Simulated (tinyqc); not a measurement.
Debye-Callaway model of lattice thermal conductivity. From one set of inputs to another, one input at a time. Computed by tinyqc, a small Python program. Command: `OMP_NUM_THREADS=1 python tinyqc.py 3015268 3015269 out.jsonl callaway ladder`. One thread of a shared host (Intel(R) Xeon(R) Processor @ 2.30GHz), about 0.04 s of CPU time with the checks.

Three acoustic branches with one velocity v, cut at omega_D = k_B Theta/hbar; x = hbar omega/(k_B T). v and Theta are separate inputs: Theta cuts off the heat-carrying modes, so C need not reach 3 k_B/V. gamma is an effective value that sets the umklapp rate.

The inputs printed are set A. Inputs not listed in the table keep their values of set A, so the rows need not describe a real material.

Inputs (values chosen for the exercise, modelled on germanium):
```
quantity                                value        unit
sound velocity v                         3930         m/s
Debye temperature Theta                   380           K
volume per atom V                        22.6  angstrom^3
mean atomic mass M                      72.63           u
effective Grueneisen parameter gamma     1.99           -
umklapp exponent divisor b                  3           -
mass variance Gamma                   0.00047           -
Casimir length L                         2600  micrometre
temperature T                             150           K
```

Sample: crystal. Point defects: isotopes. Normal processes: left out.

Constants: k_B = 1.380649e-23 J/K; hbar = 1.054571817e-34 J s; u = 1.6605390666e-27 kg.

Method:
- Gamma is given directly by the isotope mixture. A = V Gamma/(4 pi v^3).
- Rates: point defects A omega^4; umklapp B omega^2 T exp(-Theta/(b T)) with B = hbar gamma^2/(M v^2 Theta). Boundaries: v/L.
- kappa_1 = c int tau_C g dx, g = x^4 e^x/(e^x - 1)^2, c = (k_B/(2 pi^2 v)) (k_B T/hbar)^3, over 0 < x < min(Theta/T, 40), by 96 Gauss-Legendre points in s with x = x_max s^2; tau_C = tau_R, the inverse of the summed rates, and kappa = kappa_1.
- Heat capacity C = 3 c int g dx / v^2; grey free path 3 kappa/(C v); the median free path v tau_C halves kappa_1 when the quadrature points are ordered by free path (each counted at half its weight, interpolated in the logarithm); likewise at 10 % and 90 %.

Each row keeps all changes above it:
```
input moved                              from       to  kappa (W/(m K))  grey free path (nm)  median free path (nm)
set A                                       -        -            161.2           1.1713e+02             2.6189e+02
effective Grueneisen parameter gamma     1.99     2.18            138.0           1.0030e+02             2.1216e+02
mass variance Gamma                   0.00047  0.00044            139.3           1.0119e+02             2.1008e+02
sound velocity v (m/s)                   3930     9610            364.1           1.5819e+03             2.6705e+03
temperature T (K)                         150       20           2681.4           7.5927e+05             1.5621e+06
mean atomic mass M (u)                  72.63      123           2711.1           7.6766e+05             1.5822e+06
Debye temperature Theta (K)               380      803           2755.1           7.8010e+05             1.6100e+06
volume per atom V (angstrom^3)           22.6     28.2           2511.1           7.1101e+05             1.5523e+06
```

Kappa goes from 161 to 2510, a factor 15.6 in all. The largest single move comes from temperature T (a factor 7.37). Grey free path goes from 117 to 711000, a factor 6070 in all. The largest single move comes from temperature T (a factor 480). Median free path goes from 262 to 1.55e6, a factor 5930 in all. The largest single move comes from temperature T (a factor 585). The single moves hold for this order of the switches; the total does not depend on the order.

Extremes, crossings and ranges named in words are read from the listed rows.
